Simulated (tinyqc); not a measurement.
Averaged masses of warped heavy- and light-hole bands, step by step. Values are carried at full precision from step to step, so a last printed digit may differ when a step is redone from the rounded ones.

Constants: Ry = 13.60569312 eV; a0 (Bohr radius) = 0.5291772105 angstrom; kB = 8.617333262e-05 eV/K; hbar^2/2m0 = 3.80998211 eV angstrom^2.

Parameters, chosen for this exercise (near those of Ge; shifted at random, so the results belong to these values and not to a real crystal):
- g1 = 13.4 (Luttinger gamma1)
- g2 = 4.25 (gamma2)
- g3 = 5.68 (gamma3)
- eps = 15.99 (dielectric constant)
- mso = 0.091 m0 (split-off mass)
- Dso = 0.288 eV (spin-orbit splitting)
- T = 200 K (temperature)

## Other forms of the parameters

Dresselhaus-Kip-Kittel form E = c [A k^2 -/+ sqrt(B^2 k^4 + C^2 (kx^2 ky^2 + ky^2 kz^2 + kz^2 kx^2))] with A = g1, B = 2 g2, C^2 = 12 (g3^2 - g2^2). Spherical form: mu = (6 g3 + 4 g2)/(5 g1), delta = (g3 - g2)/g1, masses 1/(g1 (1 -/+ mu)). Effective rydberg R* = Ry/(g1 eps^2) and radius a* = a0 g1 eps.

A, B, |C|: 13.400  8.500  13.054

mu, delta: 0.7624  0.1067

spherical masses, heavy and light (m0): 0.3141  0.0423

R* = 3.97 meV
a* = 113.4 angstrom

delta/mu = 0.14 measures the warping against the spherical splitting.

## Masses along six directions

Four-band hole energies E = c k^2 f(u), c = hbar^2/2m0, f = g1 -/+ 2 sqrt(g2^2 + 3 (g3^2 - g2^2) s), s = ux^2 uy^2 + uy^2 uz^2 + uz^2 ux^2 for the unit vector u; minus for heavy, plus for light holes; the mass along u is 1/f.

Give s and both masses.

Masses (m0):
```
direction        s   heavy   light
[100]      0.00000  0.2041  0.0457
[110]      0.25000  0.3727  0.0415
[111]      0.33333  0.4902  0.0404
[310]      0.09000  0.2474  0.0439
[311]      0.15702  0.2899  0.0428
[331]      0.27424  0.4013  0.0411
```

The heavy mass grows by a factor of 2.40 from [100] to [111] while the light one shrinks by 12 %; 1/m_heavy + 1/m_light = 2 g1 in every direction.

## Density-of-states masses from three directions

m_d^(3/2) is the angular mean of m(u)^(3/2). The rule mean = (10 F[100] + 16 F[110] + 9 F[111])/35 is exact for cubic harmonics up to sixth order. Total m_d = (m_h^(3/2) + m_l^(3/2))^(2/3).

m^(3/2):
```
direction    heavy    light
[100]      0.09219  0.00976
[110]      0.22752  0.00844
[111]      0.34321  0.00812
```

m_d heavy, light (m0): 0.3629  0.0424

total = 0.3725 m0
share of light holes = 3.8 %

## Averages on a grid

Grid: n x n midpoints in cos(theta) from 0 to 1 and phi from 0 to pi/2, equal weights. m_d = <f^(-3/2)>^(2/3). Conductivity mass for one scattering time: 1/m_c = <|w|^2 f^(-5/2)>/<f^(-3/2)> with w = grad_k(k^2 f)/(2 k), that is |w|^2 = f^2 + |angular gradient of f|^2/4.

Use n = 40.

m_d heavy, light (m0): 0.3424  0.0423

m_c heavy, light (m0): 0.2747  0.0421

The three-direction rule differs from the grid by +5.99 % for heavy holes. Warping makes m_c of the heavy holes 20 % smaller than m_d; on a sphere the two are equal.

## Effective density of states

Nv = 2 (kT/(4 pi c))^(3/2) [m_h^(3/2) + m_l^(3/2) + mso^(3/2) exp(-Dso/kT)], c = hbar^2/2m0, parabolic bands, m_h and m_l the density-of-states masses from the grid; 1 angstrom^-3 = 1e24 cm^-3.

prefactor = 1.3660e+19 cm^-3

the three terms: 0.20035  0.00869  0.00000

Nv = 2.855e+18 cm^-3

shares (%): 95.8  4.2  0.0

kT/Dso = 0.06, small enough for the four-band form.

## Checks

- m_d and m_c of heavy holes for g2 = g3 against 1/(g1 - 2 g3): they agree to 1e-10 or better.
- m_d of heavy holes on grids of 40 and 160: both 0.3424.

Computed by tinyqc, a small Python program: `OMP_NUM_THREADS=1 python tinyqc.py 1051220 1051221 out.jsonl` (the numbers bound the seed that draws the inputs); one thread of a shared host (Intel(R) Xeon(R) Processor @ 2.30GHz), about 0.02 s for the whole set of steps.
